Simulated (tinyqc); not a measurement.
# Space-charge-limited current with shallow traps: from ohmic to space-charge-limited current

One carrier type, drift only, an injecting contact at x = 0 (zero field) and thickness L. The share th = y/(1 + y), y = (Nc/Nt) exp(-Et/kB T), of the injected charge is free: J = q mu n F, eps0 eps_r dF/dx = q (n - n0)/th.

Ohmic J = q n0 mu V/L; Mott-Gurney J = (9/8) th eps0 eps_r mu V^2/L^3; they cross at Vx = 8 q n0 L^2/(9 th eps0 eps_r); traps fill at V_TFL = q Nt L^2/(2 eps0 eps_r). Exact: with u = n0/n(L), w = -u - ln(1 - u) and v = -u - u^2/2 - ln(1 - u), V = (q n0 L^2/(th eps0 eps_r)) v/w^2 and J = q^2 n0^2 mu L/(th eps0 eps_r w).

Inputs (values chosen for the exercise): temperature T = 300 K; relative permittivity eps_r = 24.5; mobility mu = 12 cm^2/(V s); thickness L = 1500 nm; band density of states Nc = 2e20 cm^-3; trap density Nt = 1e17 cm^-3; trap depth Et = 0.53 eV; free carrier density in equilibrium n0 = 1.6e9 cm^-3.

Constants: q = 1.602176634e-19 C, kB = 1.380649e-23 J/K, Vt = kB T/q, eps0 = 8.8541878128e-14 F/cm where lengths are in cm. Results are converted to the units shown.

From ohmic to space-charge-limited current:

| V (V) | J (A/cm^2) | ohmic (A/cm^2) | Mott-Gurney (A/cm^2) | d ln J/d ln V |
|---|---|---|---|---|
| 0.077 | 1.641e-6 | 1.579e-6 | 1.285e-7 | 1.041 |
| 0.16 | 3.573e-6 | 3.281e-6 | 5.547e-7 | 1.097 |
| 0.31 | 7.635e-6 | 6.357e-6 | 2.082e-6 | 1.212 |
| 0.63 | 1.927e-5 | 1.292e-5 | 8.600e-6 | 1.407 |
| 1.3 | 5.773e-5 | 2.666e-5 | 3.662e-5 | 1.617 |
| 2.5 | 1.751e-4 | 5.127e-5 | 1.354e-4 | 1.767 |
| 5.1 | 6.432e-4 | 1.046e-4 | 5.636e-4 | 1.874 |
| 10 | 0.002322 | 2.051e-4 | 0.002167 | 1.933 |
| 20 | 0.008976 | 4.102e-4 | 0.008667 | 1.965 |
| 41 | 0.03705 | 8.408e-4 | 0.03642 | 1.983 |

The local exponent rises from 1.04 to 1.98, passing from ohmic towards the square law around Vx = 0.947 V. In the last row J is 1.7 % above the Mott-Gurney value. For V = 0.077, 0.16, 0.31, 0.63, 1.3, 2.5 the voltage is under 100 kB T/q, where diffusion would add more than a third of the Mott-Gurney current.

Range of the model: Diffusion and a field-dependent mobility are left out. With injecting contacts the diffusion current, about 4 pi^2 Vt th eps0 eps_r mu V/L^3, equals the Mott-Gurney current at V = 35 kB T/q (0.9 V at 300 K), so the drift-only result needs V well above that.

Numbers from tinyqc (`OMP_NUM_THREADS=1 python tinyqc.py 2370072 2370073 out.jsonl`; about 0.01 s on one thread of a shared Intel Xeon 2.30GHz).
